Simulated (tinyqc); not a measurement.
# Random telegraph noise from one oxide trap in a small MOSFET: two studies

An acceptor-like trap exchanges electrons with the channel. Inversion charge Q = Cox u, u = n Vt W0(exp((Vg - VT)/(n Vt))), W0 the Lambert function, n = nf, Cox = eps0 eox/tox; linear regime Id = (W/L) mu Q Vd. Relative to threshold the surface potential rises by Vt ln(u/u0) and the oxide voltage by the rest of Vg - VT, with u0 = n Vt W0(1).

Inputs (values chosen for the exercise); values of the order met in silicon transistors: temperature T = 300 K; relative permittivity of the gate insulator (close to silicon nitride) eox = 7.56; insulator thickness tox = 4.3 nm; depth of the trap from the channel interface xt = 1.9 nm; trap level above the channel Fermi level at threshold E0 = 0.35 eV; capture prefactor s0 = 3e-17 cm^2; capture barrier (lattice relaxation) EB = 0.36 eV; tunnelling decay length lt = 0.12 nm; thermal velocity vth = 2.2e7 cm/s; thickness of the inversion layer zi = 1.6 nm; threshold voltage VT = 0.35 V; body factor nf = 1.1; gate width W = 120 nm; gate length L = 110 nm; mobility mu = 110 cm^2/(V s); scattering coefficient of the charged trap asc = 3.4e-16 V s; drain voltage Vd = 0.02 V; gate voltage Vg = 1.08 V.

Constants: q = 1.602176634e-19 C, kB = 1.380649e-23 J/K, Vt = kB T/q, eps0 = 8.8541878128e-14 F/cm where lengths are in cm. Results are converted to the units shown.

Each table varies one quantity; the others keep the values above.

## Time constants and noise against gate voltage

N = Cox u/q; dpsi = Vt ln(u/u0); E = E0 - dpsi - (xt/tox)(Vg - VT - dpsi); capture time tc = 1/[(N/zi) vth s0 exp(-xt/lt - EB/Vt)]; emission time te = tc exp(-E/Vt); occupancy te/(tc + te). A = W L; threshold step dV = q (1 - xt/tox)/(Cox A); gm/Id = 1/(u + n Vt); relative step dI/I = (gm/Id) dV + asc mu/A. fc = (1/tc + 1/te)/(2 pi); rms = (dI/I) sqrt(tc te)/(tc + te).

Time constants and noise against gate voltage:
```
Vg (V),E (eV),tc (s),te (s),occupancy,dI/I (%),fc (Hz),rms dI/I (%)
0.78,0.1153,585.2,6.774,0.01144,0.1410,0.02377,0.01499
0.84,0.08667,506.2,17.72,0.03382,0.1267,0.009298,0.02291
0.9,0.05831,445.5,46.69,0.09486,0.1156,0.003766,0.03388
0.96,0.03016,397.5,123.8,0.2375,0.1067,0.001686,0.04540
1.02,0.002161,358.7,329.9,0.4791,0.09939,9.262e-4,0.04965
1.08,-0.02570,326.6,882.7,0.7299,0.09330,6.676e-4,0.04143
1.14,-0.05345,299.7,2370,0.8877,0.08816,5.982e-4,0.02783
1.2,-0.08111,276.8,6380,0.9584,0.08376,5.998e-4,0.01672
1.26,-0.1087,257.2,1.722e4,0.9853,0.07996,6.281e-4,0.009627
```

What does the table show?

tc falls from 585 to 257 s as the channel fills and te rises from 6.77 to 17200 s; they are equal at Vg = 1.02 V, where E = 0. The rms noise goes from 0.0150 through a maximum of 0.0496 (at Vg = 1.02 V among the rows listed) to 0.00963 %. The slope -Vt d ln(tc/te)/dVg is 0.477 between the first two rows and 0.460 between the last two; it tends to xt/tox = 0.442 only when the surface potential stops moving.

## Effect of the gate length

Same model as above.

The same in every row: E (eV) = -0.02570; tc (s) = 326.6; te (s) = 882.7; occupancy = 0.7299; fc (Hz) = 6.676e-4.

Results:
```
L (nm),dI/I (%),rms dI/I (%)
15,0.6842,0.3038
25,0.4105,0.1823
67,0.1532,0.06801
110,0.09330,0.04143
180,0.05702,0.02532
300,0.03421,0.01519
500,0.02053,0.009114
```

Estimate the missing row, L = 41 nm.

Computed row:
```
L (nm),dI/I (%),rms dI/I (%)
41,0.2503,0.1111
```

With this row back in the table: As L goes from 15 to 500, tc stays at 327 s, te stays at 883 s and dI/I falls from 0.684 to 0.0205 %. The step goes as 1/(W L), while the times do not depend on the size.

Range of the model: VT is taken as given; short-channel effects and the uneven flow of current among few electrons are left out.

Numbers from tinyqc (`OMP_NUM_THREADS=1 python tinyqc.py 2710145 2710146 out.jsonl`; about 0.01 s on one thread of a shared Intel Xeon 2.30GHz).
